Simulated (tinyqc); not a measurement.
Worked calculation: MP2 on RHF in the 6-311g basis, for H2, spin multiplicity 1. Computed by tinyqc, a small Python program that keeps every step (integrals from PySCF). Settings: charge = 0, multiplicity = 1, basis = 6-311g, method = RHF, energy threshold = 1e-10, iteration cap = 71, orthogonalisation = symmetric, start = core, DIIS depth = 6. Command: `OMP_NUM_THREADS=1 python tinyqc.py 28503 28504 out.jsonl` (the two numbers bound the seeds that draw the settings). One thread of a shared host (Intel(R) Xeon(R) Processor @ 2.60GHz), about 0.08 s of CPU time with the checks. The early iterations of the SCF are left out here.

## One-electron integrals

Geometry (angstrom):
```
atom         x         y         z
H     0.000000  0.000000  0.000000
H     0.000000  0.000000  0.713000
```

Basis 6-311g: exponents (1/bohr^2) and contraction coefficients of normalised primitives:
```
element  l (shell)   exponent  coefficient
H            s (1)  33.865000     0.025494
H            s (1)   5.094790     0.190373
H            s (1)   1.158790     0.852161
H            s (2)   0.325840     1.000000
H            s (3)   0.102741     1.000000
```

Overlap, kinetic and nuclear-attraction integrals over the contracted functions; the nuclear repulsion is the sum of Za Zb / Rab.

nuclear repulsion = 0.74218403 hartree

overlap S:
```
          1H 1s     1H 2s     1H 3s     2H 1s     2H 2s     2H 3s
1H 1s  1.000000  0.706377  0.373664  0.295266  0.441465  0.314548
1H 2s  0.706377  1.000000  0.788963  0.441465  0.743960  0.684655
1H 3s  0.373664  0.788963  1.000000  0.314548  0.684655  0.910958
2H 1s  0.295266  0.441465  0.314548  1.000000  0.706377  0.373664
2H 2s  0.441465  0.743960  0.684655  0.706377  1.000000  0.788963
2H 3s  0.314548  0.684655  0.910958  0.373664  0.788963  1.000000
```

kinetic energy T (hartree):
```
          1H 1s     1H 2s     1H 3s     2H 1s     2H 2s     2H 3s
1H 1s  2.304348  0.549119  0.106346  0.108340  0.235018  0.079236
1H 2s  0.549119  0.488760  0.184881  0.235018  0.291920  0.145271
1H 3s  0.106346  0.184881  0.154112  0.079236  0.145271  0.131661
2H 1s  0.108340  0.235018  0.079236  2.304348  0.549119  0.106346
2H 2s  0.235018  0.291920  0.145271  0.549119  0.488760  0.184881
2H 3s  0.079236  0.145271  0.131661  0.106346  0.184881  0.154112
```

nuclear attraction V (hartree):
```
           1H 1s      1H 2s      1H 3s      2H 1s      2H 2s      2H 3s
1H 1s  -2.851274  -1.575343  -0.784046  -0.788653  -1.020706  -0.672552
1H 2s  -1.575343  -1.561062  -1.044092  -1.020706  -1.232795  -0.937484
1H 3s  -0.784046  -1.044092  -0.965918  -0.672552  -0.937484  -0.903725
2H 1s  -0.788653  -1.020706  -0.672552  -2.851274  -1.575343  -0.784046
2H 2s  -1.020706  -1.232795  -0.937484  -1.575343  -1.561062  -1.044092
2H 3s  -0.672552  -0.937484  -0.903725  -0.784046  -1.044092  -0.965918
```

core Hamiltonian H = T + V (hartree):
```
           1H 1s      1H 2s      1H 3s      2H 1s      2H 2s      2H 3s
1H 1s  -0.546926  -1.026224  -0.677700  -0.680313  -0.785687  -0.593316
1H 2s  -1.026224  -1.072302  -0.859210  -0.785687  -0.940875  -0.792213
1H 3s  -0.677700  -0.859210  -0.811807  -0.593316  -0.792213  -0.772064
2H 1s  -0.680313  -0.785687  -0.593316  -0.546926  -1.026224  -0.677700
2H 2s  -0.785687  -0.940875  -0.792213  -1.026224  -1.072302  -0.859210
2H 3s  -0.593316  -0.792213  -0.772064  -0.677700  -0.859210  -0.811807
```

## Two-electron integrals

Functions are numbered as in S; the eight-fold symmetry (ij|kl) = (ji|kl) = (kl|ij) leaves the list below.

Two-electron integrals (ij|kl) in chemists' order, unique and non-zero (hartree):
```
(11|11) 1.393035   (21|11) 0.822971   (21|21) 0.509703   (22|11) 0.822904
(22|21) 0.543028   (22|22) 0.644106   (31|11) 0.411256   (31|21) 0.257757
(31|22) 0.279868   (31|31) 0.130794   (32|11) 0.543681   (32|21) 0.365771
(32|22) 0.452669   (32|31) 0.189803   (32|32) 0.325140   (33|11) 0.494021
(33|21) 0.340115   (33|22) 0.445993   (33|31) 0.178035   (33|32) 0.331779
(33|33) 0.361682   (41|11) 0.322453   (41|21) 0.203318   (41|22) 0.221822
(41|31) 0.103292   (41|32) 0.150454   (41|33) 0.141009   (41|41) 0.109001
(42|11) 0.358866   (42|21) 0.239246   (42|22) 0.286915   (42|31) 0.123616
(42|32) 0.201853   (42|33) 0.198518   (42|41) 0.137750   (42|42) 0.197554
(43|11) 0.228768   (43|21) 0.154645   (43|22) 0.191139   (43|31) 0.080300
(43|32) 0.136445   (43|33) 0.137120   (43|41) 0.089761   (43|42) 0.134113
(43|43) 0.092599   (44|11) 0.722809   (44|21) 0.494969   (44|22) 0.619593
(44|31) 0.257842   (44|32) 0.442240   (44|33) 0.442216   (44|41) 0.322453
(44|42) 0.499538   (44|43) 0.344937   (44|44) 1.393035   (51|11) 0.499538
(51|21) 0.311344   (51|22) 0.334984   (51|31) 0.157729   (51|32) 0.226420
(51|33) 0.211461   (51|41) 0.137750   (51|42) 0.166860   (51|43) 0.108356
(51|44) 0.358866   (51|51) 0.197554   (52|11) 0.566166   (52|21) 0.377225
(52|22) 0.456580   (52|31) 0.195062   (52|32) 0.324047   (52|33) 0.324123
(52|41) 0.177788   (52|42) 0.245851   (52|43) 0.167089   (52|44) 0.566166
(52|51) 0.245851   (52|52) 0.356497   (53|11) 0.416775   (53|21) 0.283478
(53|22) 0.360011   (53|31) 0.147692   (53|32) 0.262358   (53|33) 0.274518
(53|41) 0.135724   (53|42) 0.198075   (53|43) 0.137890   (53|44) 0.465742
(53|51) 0.186235   (53|52) 0.289176   (53|53) 0.244850   (54|11) 0.494969
(54|21) 0.337146   (54|22) 0.422151   (54|31) 0.175483   (54|32) 0.302799
(54|33) 0.306066   (54|41) 0.203318   (54|42) 0.311344   (54|43) 0.216349
(54|44) 0.822971   (54|51) 0.239246   (54|52) 0.377225   (54|53) 0.313710
(54|54) 0.509703   (55|11) 0.619593   (55|21) 0.422151   (55|22) 0.536798
(55|31) 0.220033   (55|32) 0.390799   (55|33) 0.407188   (55|41) 0.221822
(55|42) 0.334984   (55|43) 0.235187   (55|44) 0.822904   (55|51) 0.286915
(55|52) 0.456580   (55|53) 0.389319   (55|54) 0.543028   (55|55) 0.644106
(61|11) 0.344937   (61|21) 0.216349   (61|22) 0.235187   (61|31) 0.109806
(61|32) 0.159571   (61|33) 0.149764   (61|41) 0.089761   (61|42) 0.108356
(61|43) 0.070480   (61|44) 0.228768   (61|51) 0.134113   (61|52) 0.167089
(61|53) 0.126792   (61|54) 0.154645   (61|55) 0.191139   (61|61) 0.092599
(62|11) 0.465742   (62|21) 0.313710   (62|22) 0.389319   (62|31) 0.162858
(62|32) 0.280064   (62|33) 0.286530   (62|41) 0.135724   (62|42) 0.186235
(62|43) 0.126792   (62|44) 0.416775   (62|51) 0.198075   (62|52) 0.289176
(62|53) 0.236511   (62|54) 0.283478   (62|55) 0.360011   (62|61) 0.137890
(62|62) 0.244850   (63|11) 0.437309   (63|21) 0.301499   (63|22) 0.396879
(63|31) 0.157909   (63|32) 0.296004   (63|33) 0.324427   (63|41) 0.132131
(63|42) 0.191670   (63|43) 0.133908   (63|44) 0.437309   (63|51) 0.191670
(63|52) 0.302256   (63|53) 0.260792   (63|54) 0.301499   (63|55) 0.396879
(63|61) 0.133908   (63|62) 0.260792   (63|63) 0.300140   (64|11) 0.257842
(64|21) 0.175483   (64|22) 0.220033   (64|31) 0.091338   (64|32) 0.158149
(64|33) 0.160546   (64|41) 0.103292   (64|42) 0.157729   (64|43) 0.109806
(64|44) 0.411256   (64|51) 0.123616   (64|52) 0.195062   (64|53) 0.162858
(64|54) 0.257757   (64|55) 0.279868   (64|61) 0.080300   (64|62) 0.147692
(64|63) 0.157909   (64|64) 0.130794   (65|11) 0.442240   (65|21) 0.302799
(65|22) 0.390799   (65|31) 0.158149   (65|32) 0.287474   (65|33) 0.305882
(65|41) 0.150454   (65|42) 0.226420   (65|43) 0.159571   (65|44) 0.543681
(65|51) 0.201853   (65|52) 0.324047   (65|53) 0.280064   (65|54) 0.365771
(65|55) 0.452669   (65|61) 0.136445   (65|62) 0.262358   (65|63) 0.296004
(65|64) 0.189803   (65|65) 0.325140   (66|11) 0.442216   (66|21) 0.306066
(66|22) 0.407188   (66|31) 0.160546   (66|32) 0.305882   (66|33) 0.340400
(66|41) 0.141009   (66|42) 0.211461   (66|43) 0.149764   (66|44) 0.494021
(66|51) 0.198518   (66|52) 0.324123   (66|53) 0.286530   (66|54) 0.340115
(66|55) 0.445993   (66|61) 0.137120   (66|62) 0.274518   (66|63) 0.324427
(66|64) 0.178035   (66|65) 0.331779   (66|66) 0.361682
```

## Orthogonalisation

S = U s U^T; symmetric (Loewdin) form X = U s^(-1/2) U^T, so that X^T S X = 1.

eigenvalues of S: 0.029978  0.142916  0.179535  0.840304  0.867243  3.940024

X:
```
           1H 1s      1H 2s      1H 3s      2H 1s      2H 2s      2H 3s
1H 1s   1.376960  -0.748481   0.217589  -0.038143   0.005082  -0.037187
1H 2s  -0.748481   2.439958  -1.180395   0.005082  -0.711733   0.432524
1H 3s   0.217589  -1.180395   2.907803  -0.037187   0.432524  -1.752035
2H 1s  -0.038143   0.005082  -0.037187   1.376960  -0.748481   0.217589
2H 2s   0.005082  -0.711733   0.432524  -0.748481   2.439958  -1.180395
2H 3s  -0.037187   0.432524  -1.752035   0.217589  -1.180395   2.907803
```

## Iteration 6 (converged): orbitals

converged F (hartree):
```
           1H 1s      1H 2s      1H 3s      2H 1s      2H 2s      2H 3s
1H 1s   0.556574  -0.469303  -0.480550  -0.540165  -0.538578  -0.459042
1H 2s  -0.469303  -0.384254  -0.392682  -0.538578  -0.496073  -0.411423
1H 3s  -0.480550  -0.392682  -0.255384  -0.459042  -0.411423  -0.271840
2H 1s  -0.540165  -0.538578  -0.459042   0.556574  -0.469303  -0.480550
2H 2s  -0.538578  -0.496073  -0.411423  -0.469303  -0.384254  -0.392682
2H 3s  -0.459042  -0.411423  -0.271840  -0.480550  -0.392682  -0.255384
```

Diagonalise F' = X^T F X, C = X C', fill 1 alpha and 1 beta electrons from the bottom; D = 2 C_occ C_occ^T. Each column has its largest component positive (the first on a tie).

F' = X^T F X (hartree):
```
           1          2          3          4          5          6
1   1.692073  -1.168340   0.013266  -0.398277  -0.165830  -0.149438
2  -1.168340   0.956450  -0.379777  -0.165830  -0.247986  -0.025301
3   0.013266  -0.379777   0.201905  -0.149438  -0.025301  -0.127787
4  -0.398277  -0.165830  -0.149438   1.692073  -1.168340   0.013266
5  -0.165830  -0.247986  -0.025301  -1.168340   0.956450  -0.379777
6  -0.149438  -0.025301  -0.127787   0.013266  -0.379777   0.201905
```

orbital energies (hartree): MO1 -0.604345, MO2 0.172853, MO3 0.303967, MO4 0.663623, MO5 2.376757, MO6 2.788002

coefficients C:
```
            MO1        MO2        MO3        MO4        MO5        MO6
1H 1s  0.195908   0.078451  -0.050579  -0.086997  -1.071387  -1.141892
1H 2s  0.293223  -0.052259  -0.700228  -1.798672   1.213696   1.820250
1H 3s  0.123058   2.372017   0.843626   2.253595  -0.486807  -1.218646
2H 1s  0.195908  -0.078451  -0.050579   0.086997  -1.071387   1.141892
2H 2s  0.293223   0.052259  -0.700228   1.798672   1.213696  -1.820250
2H 3s  0.123058  -2.372017   0.843626  -2.253595  -0.486807   1.218646
```

D after iteration 6:
```
          1H 1s     1H 2s     1H 3s     2H 1s     2H 2s     2H 3s
1H 1s  0.076760  0.114890  0.048216  0.076760  0.114890  0.048216
1H 2s  0.114890  0.171960  0.072167  0.114890  0.171960  0.072167
1H 3s  0.048216  0.072167  0.030286  0.048216  0.072167  0.030286
2H 1s  0.076760  0.114890  0.048216  0.076760  0.114890  0.048216
2H 2s  0.114890  0.171960  0.072167  0.114890  0.171960  0.072167
2H 3s  0.048216  0.072167  0.030286  0.048216  0.072167  0.030286
```

## Convergence

Stop when the energy changes by less than 1e-10 hartree and every element of the error matrix X^T (F D S - S D F) X is below 3e-06.

Course of the cycle:
```
iteration  E (hartree)     change  largest element of the error matrix
1          -1.07846105          -                             1.40e-01
2          -1.12590717  -4.74e-02                             2.03e-02
3          -1.12776003  -1.85e-03                             2.58e-03
4          -1.12778116  -2.11e-05                             6.48e-05
5          -1.12778118  -2.34e-08                             2.97e-07
6          -1.12778118  -3.00e-13                             1.46e-07
```

PySCF RHF in the same basis = -1.12778118 hartree

Converged in 6 iterations.

## Integrals over molecular orbitals

(pq|rs) = sum C_ip C_jq C_kr C_ls (ij|kl), one index at a time.

one-electron integrals over orbitals h = C^T H C (hartree):
```
           1          2          3          4          5          6
1  -1.265620   0.000000   0.136295   0.000000   0.104570   0.000000
2   0.000000  -0.471938   0.000000   0.206737   0.000000   0.019642
3   0.136295   0.000000  -0.372544   0.000000  -0.179043   0.000000
4   0.000000   0.206737   0.000000  -0.250132   0.000000  -0.233471
5   0.104570   0.000000  -0.179043   0.000000   1.176459   0.000000
6   0.000000   0.019642   0.000000  -0.233471   0.000000   1.483507
```

Two-electron integrals over orbitals (pq|rs), unique and non-zero (hartree):
```
(11|11) 0.661275    (21|21) 0.042110    (22|11) 0.343450    (22|22) 0.295496
(31|11) -0.136295   (31|22) -0.022716   (31|31) 0.054608    (32|21) 0.023703
(32|32) 0.041626    (33|11) 0.365559    (33|22) 0.272638    (33|31) -0.034763
(33|33) 0.282022    (41|21) -0.060074   (41|32) -0.011091   (41|41) 0.105386
(42|11) -0.133406   (42|22) -0.041990   (42|31) 0.036714    (42|33) -0.044305
(42|42) 0.050892    (43|21) 0.026382    (43|32) 0.017504    (43|41) -0.038332
(43|43) 0.023255    (44|11) 0.509571    (44|22) 0.324474    (44|31) -0.081223
(44|33) 0.315298    (44|42) -0.101646   (44|44) 0.443033    (51|11) -0.104570
(51|22) -0.008455   (51|31) 0.054184    (51|33) -0.024489   (51|42) 0.022965
(51|44) -0.055925   (51|51) 0.094970    (52|21) 0.001763    (52|32) 0.001773
(52|41) 0.000933    (52|43) -0.005919   (52|52) 0.009503    (53|11) 0.116613
(53|22) 0.029251    (53|31) -0.040861   (53|33) 0.036107    (53|42) -0.032902
(53|44) 0.074000    (53|51) -0.047931   (53|53) 0.038283    (54|21) -0.001715
(54|32) -0.020602   (54|41) -0.016020   (54|43) 0.005303    (54|52) -0.014099
(54|54) 0.037196    (55|11) 0.647634    (55|22) 0.333024    (55|31) -0.136292
(55|33) 0.359900    (55|42) -0.126494   (55|44) 0.494172    (55|51) -0.133223
(55|53) 0.126327    (55|55) 0.672537    (61|21) -0.028466   (61|32) 0.012449
(61|41) 0.069195    (61|43) -0.030194   (61|52) 0.020908    (61|54) -0.052006
(61|61) 0.101788    (62|11) -0.024054   (62|22) 0.011690    (62|31) 0.019538
(62|33) 0.000533    (62|42) 0.001389    (62|44) -0.006420   (62|51) 0.033004
(62|53) -0.013097   (62|55) -0.034857   (62|62) 0.018475    (63|21) 0.027640
(63|32) 0.001539    (63|41) -0.051627   (63|43) 0.019088    (63|52) -0.005252
(63|54) 0.020498    (63|61) -0.050957   (63|63) 0.033049    (64|11) 0.151333
(64|22) 0.021573    (64|31) -0.061715   (64|33) 0.041855    (64|42) -0.040329
(64|44) 0.091264    (64|51) -0.080033   (64|53) 0.051270    (64|55) 0.169129
(64|62) -0.031945   (64|64) 0.089382    (65|21) 0.073056    (65|32) 0.012208
(65|41) -0.131563   (65|43) 0.055643    (65|52) -0.019639   (65|54) 0.055048
(65|61) -0.137657   (65|63) 0.085001    (65|65) 0.235902    (66|11) 0.703142
(66|22) 0.352407    (66|31) -0.161081   (66|33) 0.372954    (66|42) -0.146724
(66|44) 0.543634    (66|51) -0.180560   (66|53) 0.151093    (66|55) 0.741701
(66|62) -0.048667   (66|64) 0.212015    (66|66) 0.853054
```

## Second-order Moller-Plesset energy

Hartree-Fock energy = -1.12778118 hartree

E2 = sum_ijab (ia|jb) [2 (ia|jb) - (ib|ja)] / (e_i + e_j - e_a - e_b) over occupied i, j and virtual a, b; the opposite-spin part is (ia|jb)^2 / denominator, the rest is same-spin, and SCS-MP2 scales them by 6/5 and 1/3.

Terms:
```
i  j  a  b    (ia|jb)    (ib|ja)  denominator       term
1  1  4  4   0.105386   0.105386    -2.535937  -0.004379
1  1  4  2  -0.060074  -0.060074    -2.045166  -0.001765
1  1  2  4  -0.060074  -0.060074    -2.045166  -0.001765
1  1  3  3   0.054608   0.054608    -1.816624  -0.001641
1  1  6  6   0.101788   0.101788    -6.784694  -0.001527
1  1  5  5   0.094970   0.094970    -5.962204  -0.001513
1  1  2  2   0.042110   0.042110    -1.554396  -0.001141
1  1  6  4   0.069195   0.069195    -4.660316  -0.001027
1  1  4  6   0.069195   0.069195    -4.660316  -0.001027
1  1  5  3   0.054184   0.054184    -3.889414  -0.000755
1  1  3  5   0.054184   0.054184    -3.889414  -0.000755
1  1  2  6  -0.028466  -0.028466    -4.169545  -0.000194
1  1  6  2  -0.028466  -0.028466    -4.169545  -0.000194
```

Pair energies (hartree; pair i-j sums ij and ji):
```
pair  opposite spin  same spin
1-1       -0.017684          0
```

MP2 correlation energy = -0.01768396 hartree

SCS-MP2 correlation energy = -0.02122076 hartree

MP2 total energy = -1.14546515 hartree
